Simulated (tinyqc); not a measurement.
## Error from band bending against W

In A the levels shift by pb (1 - z/W)^2 for z < W. The signal from depth z is weighted by exp(-z/le)/le, so the centroid shifts by pb [1 - 2/a + (2/a^2)(1 - exp(-a))], a = W/le, and the error of iA against its value at the interface is that less pb.

Values chosen for this exercise:
- pb = -0.37 V (band bending in A at the interface)
- le = 2.6 nm (escape depth)

Results:
```
W (nm),a,centroid shift (eV),error (meV)
2.8,1.077,-0.1036,266.4
8.6,3.308,-0.2114,158.6
15,5.769,-0.2639,106.1
26,10.00,-0.3034,66.60
45,17.31,-0.3297,40.29
79,30.38,-0.3464,23.55
140,53.85,-0.3565,13.49
240,92.31,-0.3621,7.930
```

Estimate the missing row, W = 5 nm.

Computed row:
```
W (nm),a,centroid shift (eV),error (meV)
5,1.923,-0.1561,213.9
```

With this row back in the table: The size of the error falls from 266 to 7.93 meV; for large a it is 2 |pb|/a. It is below 50 meV, a typical accuracy of the method, in 4 of the 9 rows. Heavily doped substrates and deep-probing photons need the correction.

Computed by the program tinyqc: `OMP_NUM_THREADS=1 python tinyqc.py 2410065 2410066 out.jsonl`, one thread of a shared Intel Xeon 2.30GHz, about 0.01 s for the whole run.
